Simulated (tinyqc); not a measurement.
Stretching all distances: RHF, UHF, MP2, CISD and CCSD against full CI in the 6-31g basis, for H2, spin multiplicity 1. Computed by the program tinyqc with PySCF. 

Geometry (angstrom):
```
atom,x,y,z
H,0.0000,0.0000,0.0000
H,0.0000,0.0000,0.6310
```

All coordinates are multiplied by the scale. c0^2 is the weight of the RHF determinant in the lowest singlet FCI state (UHF is spin-contaminated and may lie near states of higher spin) and n(LUMO) the first natural occupation beyond the occupied space.

Full CI energy (hartree) and errors against it (kcal/mol):
```
scale,distance 1-2 (angstrom),E(FCI),RHF,UHF,MP2,CISD,CCSD,<S^2> UHF,c0^2,n(LUMO)
0.870,0.549,-1.11050,13.092,13.092,3.534,0.000,0.000,0.000,0.991,0.012
1.050,0.663,-1.14617,14.578,14.578,4.201,0.000,0.000,0.000,0.988,0.018
1.220,0.770,-1.15135,16.064,16.064,4.954,0.000,-1.13e-04,0.000,0.984,0.026
1.400,0.883,-1.14257,17.857,17.857,5.951,0.000,0.000,0.000,0.979,0.037
1.570,0.991,-1.12817,19.869,19.869,7.141,0.000,0.000,0.000,0.972,0.051
1.750,1.104,-1.11060,22.434,22.434,8.712,0.000,0.000,0.000,0.963,0.071
1.930,1.218,-1.09286,25.518,25.378,10.638,0.000,0.000,0.075,0.950,0.097
2.100,1.325,-1.07701,28.950,25.838,12.799,0.000,0.000,0.326,0.935,0.127
2.280,1.439,-1.06179,33.157,23.935,15.454,0.000,0.000,0.517,0.915,0.167
```

UHF parts from RHF first at scale 1.93 of those listed, where <S^2> leaves zero. The weight c0^2 goes from 0.99 to 0.91 and n(LUMO) from 0.01 to 0.17: static correlation grows as the bonds break into open-shell fragments. The spread of the error along the curve, which distorts its shape, is CISD 0.0, CCSD 0.0, MP2 11.9, UHF 12.7, RHF 20.1 kcal/mol. With two electrons CISD and CCSD are exact.
